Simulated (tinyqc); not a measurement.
Time-dependent dielectric breakdown: cell percolation, Weibull statistics, area scaling and voltage extrapolation. From characteristic life t63 back to oxide thickness t_ox. Computed by tinyqc, a small Python program. Command: `OMP_NUM_THREADS=1 python tinyqc.py 3017681 3017682 out.jsonl tddb inv`. One thread of a shared host (Intel(R) Xeon(R) Processor @ 2.30GHz), about 0.01 s of CPU time with the checks.

The oxide is divided into columns of area a^2, each holding m = t_ox/a cells (m is taken as continuous). A share lambda(t) = (t/t_1)^alpha of the cells is defective, and a column whose cells are all defective breaks down.

Inputs (values chosen for the exercise, for a model gate oxide): defect cell size a = 1.5 nm; exponent alpha of defect growth = 0.79; time t_1 at which the occupied share would reach 1 = 70000 s; test area A = 0.7 um^2.

Method. Failure fraction F = 1 - (1 - lambda^m)^N with N = A/a^2 columns, which for small lambda^m is 1 - exp(-(t/t63)^beta) with beta = alpha m and t63 = t_1 N^(-1/beta); critical share lambda(t63) = N^(-1/m). 1 um^2 = 1e6 nm^2.

Task: A run gave the result below. Find the oxide thickness t_ox, known to lie between 4.4 and 11 nm.

characteristic life t63 = 1362.977 s

Result:

Each step takes the trial c = (a f_b - b f_a)/(f_b - f_a), f being the result less the target and a, b, c the logarithms of the listed values; c replaces end b, the old b replaces a if the sign of f changed, and otherwise f_a is halved.

Scan of the range:
```
oxide thickness t_ox (nm)  characteristic life t63 (s)
4.40                                            298.36
5.13                                            648.69
5.97                                           1253.43
6.96                                           2221.23
8.10                                           3609.90
9.44                                           5498.81
11.00                                          7887.76
```

False position (Illinois rule, in the logarithm of the input) inside the bracket:
```
step    end a    end b    trial  characteristic life t63 (s)
1     5.97000  6.96000  6.07459                      1343.32
2     6.96000  6.07459  6.09313                      1359.57
3     6.96000  6.09313  6.09951                      1365.19
4     6.09313  6.09951  6.09700                      1362.97
5     6.09951  6.09700  6.09700                      1362.98
```

Characteristic life t63 rises at every point of a 13-point scan of the range (every second point is shown), so one value fits; it is bracketed by 5.97 and 6.96. Answer: oxide thickness t_ox = 6.097 nm.

Caution: t_1 is an input here; in a real oxide it changes with thickness at fixed voltage.
